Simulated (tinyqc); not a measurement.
Propagation of a band-gap error through k.p and effective-mass formulas, step by step. Values are carried at full precision from step to step, so a last printed digit may differ when a step is redone from the rounded ones.

Chain, for a gap E (the reference Eg or another value), with Ep and Dso kept: 1/me = 1 + Ep (E + 2 Dso/3)/(E (E + Dso)); g* = 2 - 2 Ep Dso/(3 E (E + Dso)); g1(E) = g1 + (Ep/3)(1/E - 1/Eg), g2(E) = g2 + (Ep/6)(1/E - 1/Eg), light hole 1/(g1 + 2 g2), heavy hole 1/(g1 - 2 g2) along [100]; optical constant ei(E) = 1 + (ei - 1)(EP/(EP + E - Eg))^2, static e0(E) = ei(E) + e0 - ei.

Constants: Ry = 13.60569312 eV; a0 (Bohr radius) = 0.5291772105 angstrom; kB = 8.617333262e-05 eV/K; hbar^2/2m0 = 3.80998211 eV angstrom^2.

Parameters, chosen for this exercise (reference values near those of CdTe, gap at low temperature; not measured data):

| symbol | value | unit | meaning |
|---|---|---|---|
| Eg | 1.598 | eV | gap at Gamma to the s-like level |
| Dso | 0.904 | eV | spin-orbit splitting |
| Ep | 19 | eV | Kane energy |
| g1 | 5.28 |  | Luttinger gamma1 |
| g2 | 1.7 |  | gamma2 |
| e0 | 10.2 |  | static dielectric constant |
| ei | 7.24 |  | optical dielectric constant |
| EP | 5.42 | eV | mean (Penn) gap |
| Eg2 | 1.278 | eV | a wrong gap, of the size a hybrid functional can give |
| mh | 0.6 | m0 | density-of-states mass of the holes |
| T | 300 | K | temperature |
| k | 0.025 | 1/angstrom | wave vector |

## Masses, g factor and screening for both gaps

Evaluate the chain at Eg and at Eg2.

Band values at the two gaps:

| quantity | at Eg | at Eg2 | ratio |
|---|---|---|---|
| me | 0.08728 | 0.07239 | 0.829 |
| g* | -0.8640 | -2.106 | - |
| g1 | 5.280 | 6.272 | 1.188 |
| g2 | 1.700 | 2.196 | 1.292 |
| light hole | 0.1152 | 0.09377 | 0.814 |
| heavy hole | 0.5319 | 0.5319 | 1.000 |
| ei | 7.240 | 8.048 | 1.112 |
| e0 | 10.20 | 11.01 | 1.079 |

The gap is off by a factor of 0.80; the electron mass follows with 0.83 and the light hole with 0.81, while the heavy hole, which does not couple to the conduction level, keeps its value. The optical constant changes less, by +11 %, as it answers to the mean gap, which shifts by the same -0.32 eV on a base of 5.42 eV. g* moves by -1.24; remote bands, left out here, shift it by tenths or, where it is large, by some per cent.

## Binding energies and densities for both gaps

Donor: R = Ry me/e0^2, a_B = a0 e0/me, Mott density (0.26/a_B)^3. Nc, Nv = 2 (m kT/(4 pi c))^(3/2), c = hbar^2/2m0, ni = sqrt(Nc Nv) exp(-E/2kT). Exciton: Ry mu/e0^2 with 1/mu = 1/me + g1(E). 1 angstrom^-3 = 1e24 cm^-3.

Use the values of the table.

Results:

| quantity | at Eg | at Eg2 | ratio |
|---|---|---|---|
| R (meV) | 11.41 | 8.129 | 0.712 |
| a_B (angstrom) | 61.85 | 80.47 | 1.30 |
| Mott density (cm^-3) | 7.430e+16 | 3.374e+16 | 0.454 |
| Nc (cm^-3) | 6.470e+17 | 4.888e+17 | 0.755 |
| ni (cm^-3) | 1.038e+05 | 4.398e+07 | 424 |
| exciton (meV) | 7.813 | 5.590 | 0.716 |

Power laws carry the error on: the donor energy (me/e0^2) by a factor of 0.712, the Mott density (cube of me/e0) by 0.454. ni, with its exponential, changes by a factor of 424, that is 2.6 decades.

## A scissor shift and what it does not mend

A rigid shift D = Eg - Eg2 of the conduction band restores the gap but leaves the curvature, so the mass stays me(Eg2); redoing the sum 1/m = 1 + Ep (E + 2 Dso/3)/(E (E + Dso)) with E = Eg and the same Ep gives another mass. For optics, eps2 at the edge goes as |p|^2/E^2: a rigid shift keeps the dipole elements p/E, while shifting the energies under unchanged p scales eps2 by (Eg2/Eg)^2.

shift D = 0.320 eV
mass under a rigid shift = 0.0724 m0
mass from the sum with the corrected gap = 0.0873 m0
factor on eps2 if p is left unscaled = 0.640

The rigid shift leaves the mass off by a factor of 0.83. The mass from the corrected gap is the reference me(Eg) here, because the exercise keeps Ep fixed; a real correction of the gap depends on k and changes Ep as well.

## Far from the edge the relative error shrinks

Two-level dispersion E(k) = sqrt(E^2/4 + Ep c k^2) - E/2 at k/4, k, 4k for both gaps, c = hbar^2/2m0.

Energies above the edge:

| k (1/angstrom) | at Eg (eV) | at Eg2 (eV) | ratio |
|---|---|---|---|
| 0.00625 | 0.0018 | 0.0022 | 1.250 |
| 0.02500 | 0.0278 | 0.0345 | 1.239 |
| 0.10000 | 0.3682 | 0.4251 | 1.154 |

The ratio tends to Eg/Eg2 = 1.25 at k = 0 and goes from 1.250 to 1.154: at large k both curves approach the same slope sqrt(Ep c), while their distance in eV grows towards |Eg - Eg2|/2.

## Checks

- Chain at E = Eg against the inputs g1, g2, ei, e0: they agree to 1e-10 or better.

Program tinyqc; command `OMP_NUM_THREADS=1 python tinyqc.py 1880294 1880295 out.jsonl`; about 0.01 s on one thread of a shared Intel(R) Xeon(R) Processor @ 2.30GHz.
